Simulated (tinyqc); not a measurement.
# Transit time and capacitance from two cut-off frequencies

Question. 1/(2 pi fT) = tauF + Vt C/JC, C the sum of the junction capacitances per area. Find C, tauF and the limit of fT at high current.

Values chosen for this exercise: temperature T = 300 K.

Constants: q = 1.602176634e-19 C, kB = 1.380649e-23 J/K, Vt = kB T/q. Results are converted to the units shown.

JC (mA/um^2): 0.014  0.3
fT (GHz): 27.039103  55.683274

Answer. The delay is a straight line in 1/JC with slope Vt C and intercept tauF.

C = 1.720 fF/um^2
tauF = 2.710 ps
limit of fT = 58.73 GHz

Numbers from tinyqc (`OMP_NUM_THREADS=1 python tinyqc.py 2320161 2320162 out.jsonl`; about 0.01 s on one thread of a shared Intel Xeon 2.30GHz).
